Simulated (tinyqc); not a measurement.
Inside a calculation: Penn model of the dielectric constant and Phillips ionicity. Values are carried at full precision from step to step, so a last printed digit may differ when a step is redone from the rounded ones.

n = 32/a^3; Ep^2 = 8 pi c e2 n with c = hbar^2/2m0, e2 = e^2/(4 pi eps0); EF = c (3 pi^2 n)^(2/3); eps = 1 + (Ep/Eg)^2 S with S = 1 - Eg/(4 EF) + (Eg/(4 EF))^2/3, Eg the Penn gap. Core d shells are left out.

Constants: hbar^2/2m0 = 3.80998211 eV angstrom^2; e^2/(4 pi eps0) = 14.39964547 eV angstrom.

Inputs chosen for the exercise (out of a larger set: near those of Si; not measured data): a = 5.445 angstrom (cubic lattice constant, 32 valence electrons a cell); ei = 12.15 (high-frequency dielectric constant).

## Valence electron gas

Evaluate n, Ep and EF.

n = 0.19822 1/angstrom^3
Ep = 16.532 eV
EF = 12.397 eV

## Penn gap from the dielectric constant

Start with S = 1 and repeat Eg = Ep sqrt(S/(ei - 1)) until Eg changes by less than 1e-6 eV.

Iterations:
```
step  Eg in (eV)       S  Eg out (eV)
1         4.9511  0.9035       4.7061
2         4.7061  0.9081       4.7181
3         4.7181  0.9079       4.7175
4         4.7175  0.9079       4.7175
5         4.7175  0.9079       4.7175
6         4.7175  0.9079       4.7175
```

Penn gap Eg = 4.718 eV

The factor S lowers the gap by 0.234 eV from the first estimate. The Penn gap is a mean bonding-antibonding separation, near the main peak of eps2, not the smallest gap.

## Homopolar and ionic parts

Phillips: bond length d = sqrt(3) a/4; homopolar gap Eh = 39.74 d^(-2.48) eV (d in angstrom); Eg^2 = Eh^2 + C^2; ionicity fi = C^2/Eg^2.

Split the gap; where Eg is below Eh or within 3 % of it, C is taken as zero.

d = 2.3578 angstrom
Eh = 4.736 eV
C = 0.00 eV
fi = 0.000

Eg/Eh = 0.996: the bond is covalent within the accuracy of the rule.

## Checks

- Penn gap by iteration against bisection (eV): both 4.718.

tinyqc: `OMP_NUM_THREADS=1 python tinyqc.py 1650365 1650366 out.jsonl`; about 0.01 s, one thread, shared Intel(R) Xeon(R) Processor @ 2.30GHz.
